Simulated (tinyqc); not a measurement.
Worked calculation: free and nearly free electrons in a metal. Values are carried at full precision from step to step, so a last printed digit may differ when a step is redone from the rounded ones.

The cubic cell holds 4 atoms: n = 4 z/a^3, kF = (3 pi^2 n)^(1/3), EF = c kF^2/m, vF = 2 c kF/(m hbar), c = hbar^2/2m0; rs = (3/(4 pi n))^(1/3)/a0; D(EF) = 3 n/(2 EF).

Constants: hbar^2/2m0 = 3.80998211 eV angstrom^2; hbar = 6.58211957e-16 eV s; a0 (Bohr radius) = 0.5291772105 angstrom; kB = 8.617333262e-05 eV/K.

Parameters, chosen for this exercise (near those of Cu, whose d bands this model ignores; not measured data):
```
symbol  value  unit          meaning
a       3.636  angstrom      fcc lattice constant
z       1                    free electrons an atom
m       1.1    m0            mass
rho     1.79   micro-ohm cm  bulk resistivity
T       320    K
V       0.57   eV            |V_G| for G = (111)
x       0.69                 k along G as a share of |G|/2
```

## The Fermi sphere

Evaluate the free-electron quantities.

n = 0.08321 1/angstrom^3
kF = 1.3506 1/angstrom
EF = 6.318 eV
vF = 1.421e+06 m/s
rs = 2.685
D(EF) per atom = 0.2374 1/eV

## Relaxation time and mean free path

Drude: 1/rho = n e^2 tau/(m m0) with e = 1.602176634e-19 C and m0 = 9.1093837e-31 kg; mean free path l = vF tau; rho l = hbar kF/(n e^2) = 12 pi^3 hbar/(e^2 S) with S = 4 pi kF^2 does not depend on tau or m.

Use SI units: n in 1/m^3 (1e30 per 1/angstrom^3), rho in ohm m (1e-8 per micro-ohm cm).

tau = 26.21 fs
l = 37.25 nm
rho l = 6.668 1e-16 ohm m^2

Wires lose conductivity to surfaces and grain boundaries, with an excess that scales as rho l over the width and is of the order of rho itself at a width of l = 37 nm.

## Thermal quantities

gamma = (pi^2/3) kB^2 D(EF) per atom, times 96485.33 x 1e3 for mJ/(mol K^2); mu(T) = EF (1 - (pi kB T/EF)^2/12); Wiedemann-Franz kappa = L0 T/rho with L0 = (pi^2/3) (kB/e)^2, kB/e in V/K.

gamma = 0.560 mJ/(mol K^2)
mu - EF = -0.0990 meV
kappa = 437 W/(m K)

## The sphere against the zone faces

Take G = (hkl) 2 pi/a for (111), (200) and (220), with the number of equivalent faces. The Bragg plane of G lies at |G|/2 with |G| = (2 pi/a) sqrt(h^2 + k^2 + l^2). Where kF exceeds it, the sphere cuts the plane in a circle of radius sqrt(kF^2 - G^2/4).

Distance and circle for each G:
```
G      faces  |G|/2 (1/angstrom)  kF/(|G|/2)  circle radius
(111)      8              1.4965      0.9025              -
(200)      6              1.7280      0.7816              -
(220)     12              2.4438      0.5527              -
```

The sphere stays inside the first zone; it reaches 0.903 of the way to the nearest faces.

## Two plane waves near the face

Two plane waves k and k - G, G = (111) (2 pi/a): H = [[c k^2/m, V], [V, c (k - G)^2/m]] with c = hbar^2/2m0.

Build H for k along G, diagonalise, and give the weight of the first wave in the lower state and its velocity along G relative to a free electron, (w k + (1 - w)(k - G))/k.

H (eV):
```
        1        2
1  3.6932   0.5700
2  0.5700  13.3121
```

levels (eV): 3.6595  13.3457

w = 0.9965
v/v_free = 0.9899

The splitting is 9.686 eV here and 2V = 1.14 eV on the face, where the normal velocity vanishes. There the lower band lies at 7.187 eV, above the free EF of 6.318 eV, so the Fermi surface does not reach the face. The real noble metals have necks on these faces, through a gap of 4 to 5 eV at L and their d bands.

## Checks

- Lower level against the closed form of the 2 x 2 problem (eV): both 3.6595.
- The product rho l against hbar kF/(n e^2) (1e-16 ohm m^2): both 6.668.

tinyqc: `OMP_NUM_THREADS=1 python tinyqc.py 1651755 1651756 out.jsonl`; about 0.01 s, one thread, shared Intel(R) Xeon(R) Processor @ 2.30GHz.
